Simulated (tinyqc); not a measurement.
Ballistic transport through the one-dimensional subbands of a rectangular nanowire or nanosheet channel: one step, computed by the program tinyqc.

Hard walls, parabolic subbands, transport along x. Energies are counted from the bulk conduction band edge at the top of the barrier, which the gate pulls down by U; the source Fermi level lies at the bulk edge when U = 0.

Problem. Subbands. E_pq = (hbar^2 pi^2/2)(p^2/(m_y b^2) + q^2/(m_z a^2)); valley pairs: (m_x, m_y, m_z) = (m_t, m_t, m_l), (m_t, m_l, m_t), (m_l, m_t, m_t), each with degeneracy g = 2; the 10 lowest subbands are kept.

Inputs (values chosen for the exercise, modelled on silicon):
```
quantity        value  unit
light mass m_t   0.19   m_0
heavy mass m_l  0.918   m_0
height a          4.8    nm
width b           7.3    nm
```

Valleys: silicon [100] wire.

Constants: hbar^2/(2 m_0) = 3.80998212 eV angstrom^2; k_B = 8.617333262e-05 eV/K.

Give: Subbands.

Solution.

Subbands:
```
valley axis  p  q  E (meV)  m_x (m_0)
z            1  1     54.9      0.190
y            1  1     93.6      0.190
z            1  2    108.3      0.190
y            2  1    116.6      0.190
x            1  1    123.0      0.918
y            3  1    155.1      0.190
z            2  1    166.3      0.190
z            1  3    197.1      0.190
y            4  1    208.9      0.190
z            2  2    219.7      0.190
```
